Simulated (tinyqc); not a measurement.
Worked calculation: Fermi-Dirac statistics of conduction electrons. Values are carried at full precision from step to step, so a last printed digit may differ when a step is redone from the rounded ones.

Constants: hbar^2/2m0 = 3.80998211 eV angstrom^2; kB = 8.617333262e-05 eV/K; e^2/(4 pi eps0) = 14.39964547 eV angstrom.

Values chosen for the exercise (near those of InP, lowest valleys alone; the results hold for these values, not for the real material): m = 0.0801 m0 (density-of-states mass of the conduction band); T = 200 K; n = 4.3e+16 1/cm^3 (electron density); eps = 12.4 (static dielectric constant); alpha = 0.61 1/eV (non-parabolicity).

## Reduced density

N = 2 (m kB T/(4 pi c))^(3/2) with c = hbar^2/2m0, in 1/angstrom^3; times 1e24 for 1/cm^3; u = n/Nc.

kT = 0.017235 eV
Nc = 3.0966e+17 1/cm^3
u = n/Nc = 0.138862

## Reduced Fermi level by five rules

F_j(eta) = (1/Gamma(j + 1)) integral_0^infinity x^j dx/(1 + exp(x - eta)), which tends to exp(eta) for eta << 0.

With u = n/Nc: Boltzmann eta = ln u; Joyce-Dixon eta = ln u + u/sqrt(8) - 4.95009e-3 u^2 + 1.48386e-4 u^3 - 4.42563e-6 u^4; Nilsson eta = ln u/(1 - u^2) + v/(1 + (0.24 + 1.08 v)^-2) with v = (3 sqrt(pi) u/4)^(2/3); fully degenerate limit eta = v; exact: F_1/2(eta) = u.

Find eta = (EF - Ec)/kT by each rule.

eta: Boltzmann -1.974, Joyce-Dixon -1.925, Nilsson -1.929, degenerate 0.324, exact -1.925

Against the exact value the errors are Boltzmann -0.049, Joyce-Dixon 0.000, Nilsson -0.004, degenerate limit +2.249 (in kT).

## Exact eta by Newton steps

Solve ln F_1/2(eta) = ln u from the Boltzmann value; dF_1/2/d eta = F_-1/2, so the step is -ln(F_1/2/u) F_1/2/F_-1/2. Stop below 1e-9.

Newton steps:
```
step        eta     F_1/2    F_-1/2  step taken
1     -1.974272  0.132518  0.126608      0.0489
2     -1.925323  0.138856  0.132382    5.17e-05
3     -1.925272  0.138862  0.132388    5.91e-11
```

Converged in 3 steps.

## Mean energy, Einstein relation and screening

eta = -1.92527

Mean kinetic energy <E> = (3/2) kT F_3/2/F_1/2; D/mu = (kT/e) F_1/2/F_-1/2; dn/dEF = (Nc/kT) F_-1/2; screening length L = (4 pi (e^2/(4 pi eps0)) (dn/dEF)/eps)^(-1/2), with dn/dEF in 1/(angstrom^3 eV) (1/cm^3 = 1e-24/angstrom^3).

F_-1/2, F_1/2, F_3/2: [0.1324, 0.1389, 0.1423]

<E> = 26.48 meV
D/mu = 18.08 mV
dn/dEF = 2.379e+18 1/(cm^3 eV)
L = 169.7 angstrom

EF lies within 2 kT of the edge. D/mu is 1.049 times kT/e and <E> is 1.024 times (3/2) kT; the Debye formula, with n/kT in place of dn/dEF, would give L = 165.7 angstrom.

## Fermi level in the non-parabolic band

Non-parabolic band E (1 + alpha E) = c k^2/m: n = Nc (2/sqrt(pi)) integral_0^infinity sqrt(x (1 + a x)) (1 + 2 a x) dx/(1 + exp(x - eta)) with a = alpha kT and eta = (EF - Ec)/kT; a = 0 gives n = Nc F_1/2(eta).

Solve for eta at the same n.

a = 0.01051
eta = -1.967
EF - Ec = -33.90 meV

The extra states lower EF by 0.72 meV against the parabolic band.

## Checks

- Non-parabolic integral at a = 0 against F_1/2(2): both 2.823721.
- F_1/2(40) against the Sommerfeld form (4/(3 sqrt(pi))) eta^(3/2) (1 + pi^2/(8 eta^2)): both 190.45.

Computed by tinyqc, a small Python program: `OMP_NUM_THREADS=1 python tinyqc.py 1681029 1681030 out.jsonl` (the numbers bound the seed that draws the inputs); one thread of a shared host (Intel(R) Xeon(R) Processor @ 2.30GHz), about 0.01 s for the whole set of steps.
